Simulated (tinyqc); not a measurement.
What moves the carrier density: donors with valley-orbit split 1s states.

Each donor binds at most one electron, in any of its states. For a site s, W_s = sum over its states of g exp(E/kT), and the ionised share is 1/(1 + W_s exp(eta)), eta = (EF - Ec)/kT; n = Nc F_1/2(eta); neutrality n + NA = ND x (mean ionised share); holes are neglected. Nc from N = 2 (m kB T/(4 pi c))^(3/2) with c = hbar^2/2m0, in 1/angstrom^3; times 1e24 for 1/cm^3, m = md. F_j(eta) = (1/Gamma(j + 1)) integral_0^infinity x^j dx/(1 + exp(x - eta)), which tends to exp(eta) for eta << 0.

Mobility (Caughey-Thomas form): mu = mu0 + (mu1 (T/300)^(-ga) - mu0)/(1 + ((ND + NA)/Nr)^de); rho = 1/(e n mu), e = 1.602176634e-19 C.

Constants: hbar^2/2m0 = 3.80998211 eV angstrom^2; kB = 8.617333262e-05 eV/K.

Inputs chosen for the exercise (near those of Sb in Si; the results hold for these values, not for the real material): md = 1.077 m0 (density-of-states mass of the conduction band); E = (41.9, 32.3, 29.8) meV (binding energies of 1s(A1), 1s(T2), 1s(E)); g = (2, 6, 4) (their degeneracies with spin); ND = 1.4e+16 1/cm^3 (donors); NA = 2.3e+15 1/cm^3 (compensating acceptors, all ionised); T = 250 K; mu0 = 65 cm^2/(V s) (mobility at heavy doping); mu1 = 1441 cm^2/(V s) (mobility at light doping and 300 K); Nr = 9.3e+16 1/cm^3 (reference doping); de = 0.72 (doping exponent); ga = 2.3 (temperature exponent).

All results formed anew.

One parameter was then changed.

Results before and after:
```
case        eta  n (1/cm^3)  rho (ohm cm)
base     -7.544   1.129e+16        0.3215
changed  -7.683   1.134e+16        0.3200
```

Which of these changes was made? (a) md = 1.185 m0; (b) E = (46.9, 32.3, 29.8) meV; (c) Nr = 1.86e+17 1/cm^3; (d) NA = 3.7e+15 1/cm^3; (e) T = 280 K; (f) ND = 2.8e+16 1/cm^3.

Answer: (a) md = 1.185 m0. Of the candidates, run in turn, only this one gives the changed row.

All candidates:
```
case                           eta  n (1/cm^3)  rho (ohm cm)
base                        -7.544   1.129e+16        0.3215
E = (46.9, 32.3, 29.8) meV  -7.546   1.127e+16        0.3222
md = 1.185 m0               -7.683   1.134e+16        0.3200
ND = 2.8e+16 1/cm^3         -6.789   2.402e+16        0.1692
NA = 3.7e+15 1/cm^3         -7.672   9.939e+15        0.3700
T = 280 K                   -7.704   1.140e+16        0.4121
Nr = 1.86e+17 1/cm^3        -7.544   1.129e+16        0.2944
```

tinyqc: `OMP_NUM_THREADS=1 python tinyqc.py 1652122 1652123 out.jsonl`; about 0.01 s, one thread, shared Intel(R) Xeon(R) Processor @ 2.30GHz.
